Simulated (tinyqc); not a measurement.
# On-chip interconnect, size-dependent resistivity and RC delay: course in time

A rectangular line between two neighbours and two ground planes. Surface and grain-boundary scattering are added to the bulk resistivity as corrections; capacitances are parallel-plate values without fringing; inductance is ignored.

5 equal pi sections: series Rs = r Lw/5; node capacitances c Lw/5, halved at nodes 0 and 5, with Cl added to node 5; Rd feeds node 0. Elmore delay of node k: the sum, over the resistors on the path to k, of resistance times all capacitance downstream of it.

A 1 V step is applied behind Rd at t = 0. C dv/dt = -G v + b, with G the conductance matrix of the ladder (1/Rs between neighbours, 1/Rd added at node 0) and b = (1 V/Rd, 0, ...). Trapezoidal step: (C/dt + G/2) v(new) = (C/dt - G/2) v + b. The last column solves the same ladder exactly by its modes.

Inputs (values chosen for the exercise): driver resistance Rd = 8700 ohm; time step dt = 10 ps.

Rs = 300.645 ohm
C, node 0 to 5 (fF): 0.983612  1.96722  1.96722  1.96722  1.96722  1.15361

Voltages (V):
```
t (ps)	node 0	node 2	node 5	node 5, exact
10.00	0.1906	0.1045	0.0649	0.0777
20.00	0.2140	0.2010	0.1779	0.1725
30.00	0.3386	0.2766	0.2563	0.2576
40.00	0.3727	0.3582	0.3340	0.3339
50.00	0.4650	0.4174	0.4036	0.4024
60.00	0.4966	0.4836	0.4631	0.4638
70.00	0.5687	0.5313	0.5204	0.5190
80.00	0.5953	0.5842	0.5679	0.5684
90.00	0.6528	0.6230	0.6139	0.6128
100.0	0.6743	0.6651	0.6524	0.6526
110.0	0.7206	0.6968	0.6892	0.6883
120.0	0.7378	0.7303	0.7204	0.7204
```

What do the numbers show?

The far end of the ladder reaches 0.5 V at 66.43 ps, 0.702 of its Elmore delay (ln 2 = 0.693 for a single pole); the slowest mode has a time constant of 92.17 ps. The largest error of the trapezoidal steps at that node is 13 mV.

Range of the model: The metal width is under the mean free path, where the thick-limit surface term and the simple sum of corrections lose accuracy.

Program tinyqc, `OMP_NUM_THREADS=1 python tinyqc.py 2100133 2100134 out.jsonl`; Intel Xeon 2.30GHz, shared host, one thread, about 0.01 s.
